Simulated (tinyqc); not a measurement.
Comparisons within one model: shallow acceptor in the spherical four-band model. A value that a table varies takes the place of the one given here.

The ground state 1S3/2 has an L = 0 part f(r) and an L = 2 part g(r). In units of Ry* and a*, with Gaussians f_i = exp(-a_i r^2), g_i = r^2 exp(-a_i r^2), A = a_i + a_j and I(n) = Gamma((n + 1)/2)/(2 A^((n + 1)/2)): S_ff = I(2), S_gg = I(6), H_ff = (6 a_i a_j/A) I(2) - 2 I(1), H_gg = (14 a_i a_j/A) I(6) - 2 I(5), H_fg = -mu [15 I(2) - 20 a_j I(4) + 4 a_j^2 I(6)]; each function is then normalised. The split-off band is left out.

Converged values use 22 exponents 2.2^i, i = -7 to 14, for f and for g.

Units Ry* = Ry/(g1 eps^2) and a* = a0 eps g1; mu = (6 g3 + 4 g2)/(5 g1) is the spherical heavy-light coupling and delta = (g3 - g2)/g1 the cubic term, which is left out.

Constants: Ry = 13.60569312 eV; a0 (Bohr radius) = 0.5291772105 angstrom.

Inputs chosen for the exercise (near those of a shallow acceptor in Si, where the small spin-orbit splitting and strong warping make this model rough; not measured data):
- mus = (0.08, 0.38, 0.43, 0.65, 0.75, 0.82, 0.89) (couplings)
- rc = 1.6 angstrom (radius of the central cell)
- Vs = (3, 1, 0, -1, -2, -3, -4) eV (central-cell strengths)
- g1 = 4.24 (Luttinger gamma1)
- g2 = 0.34 (gamma2)
- g3 = 1.45 (gamma3)
- eps = 11.5 (dielectric constant)

## Strength of the heavy-light coupling

Ry* = 24.2638 meV

Converged values in Ry* and a*; the heavy-mass hydrogen model gives 1/(1 - mu).

Results:

| mu | binding (Ry*) | 1/(1 - mu) | ratio | L = 2 weight | <r> (a*) | binding (meV) |
|---|---|---|---|---|---|---|
| 0.08 | 1.006 | 1.087 | 0.925 | 0.003 | 1.493 | 24.4 |
| 0.38 | 1.151 | 1.613 | 0.714 | 0.062 | 1.331 | 27.9 |
| 0.43 | 1.203 | 1.754 | 0.686 | 0.080 | 1.282 | 29.2 |
| 0.65 | 1.653 | 2.857 | 0.579 | 0.190 | 0.970 | 40.1 |
| 0.75 | 2.145 | 4.000 | 0.536 | 0.259 | 0.766 | 52.0 |
| 0.82 | 2.823 | 5.556 | 0.508 | 0.315 | 0.595 | 68.5 |
| 0.89 | 4.370 | 9.091 | 0.481 | 0.378 | 0.395 | 106.0 |

The binding starts as 1 + O(mu^2), 1.006 at mu = 0.08, since the coupling enters in second order, and reaches 4.37 at mu = 0.89. The ratio to the heavy-mass model falls from 0.93 to 0.48, towards about 0.44 as mu goes to 1: the bound hole is only partly heavy. The L = 2 weight grows to 0.38 and the radius shrinks by a factor 3.8.

## Central-cell correction

mu = 0.47453
a* = 25.803 angstrom

A short-range term V exp(-r^2/rc^2) is added (negative: attracts the hole); its elements are V S (A/(A + 1/rc^2))^(3/2) for f and ^(7/2) for g, in the same units.

Results:

| V (eV) | 1S binding (meV) | 2S binding (meV) | <r> (angstrom) | L = 2 weight |
|---|---|---|---|---|
| 3.0 | 28.9 | 8.13 | 33.7 | 0.097 |
| 1.0 | 29.9 | 8.27 | 32.5 | 0.098 |
| 0.0 | 30.6 | 8.36 | 31.8 | 0.099 |
| -1.0 | 31.4 | 8.46 | 30.9 | 0.099 |
| -2.0 | 32.5 | 8.59 | 29.9 | 0.100 |
| -3.0 | 33.9 | 8.75 | 28.7 | 0.101 |
| -4.0 | 35.7 | 8.96 | 27.3 | 0.103 |

From V = 0 to -4 eV the 1S binding grows by 5.2 meV (17 %) and the 2S binding by 0.60 meV, so the chemical shift sits mainly in the ground state. A repulsion of 3 eV removes 1.7 meV. The slope is 1.86 meV per eV over the last step against 0.58 on the repulsive side, since attraction pulls the state into the cell; over this range the level stays shallow.

## What each parameter does

Converged values. Each row changes one parameter from the base and keeps the others.

Results:

| case | mu | Ry* (meV) | binding (meV) | <r> (angstrom) |
|---|---|---|---|---|
| base | 0.475 | 24.26 | 30.58 | 31.8 |
| g1 = 4.58 | 0.439 | 22.46 | 27.28 | 35.4 |
| g2 = 0.29 | 0.465 | 24.26 | 30.26 | 32.1 |
| g3 = 1.33 | 0.441 | 24.26 | 29.50 | 32.8 |
| eps = 10.6 | 0.475 | 28.56 | 36.00 | 29.3 |

The largest shifts from the base row, up to three for each result and ties (the steps differ in size, so this ranks the rows, not the parameters). mu: g1 -0.035, g3 -0.034, g2 -0.009; unchanged at the printed digits by eps. Ry* (meV): eps +4.30, g1 -1.80; unchanged at the printed digits by g2 and g3. binding (meV): eps +5.41, g1 -3.30, g3 -1.08. <r> (angstrom): g1 +3.7, eps -2.5, g3 +1.0. g1 acts twice: it lowers Ry* and it lowers mu.

Computed by tinyqc, a small Python program: `OMP_NUM_THREADS=1 python tinyqc.py 1282520 1282521 out.jsonl` (the numbers bound the seed that draws the inputs); one thread of a shared host (Intel(R) Xeon(R) Processor @ 2.30GHz), about 0.05 s for the whole set of steps.
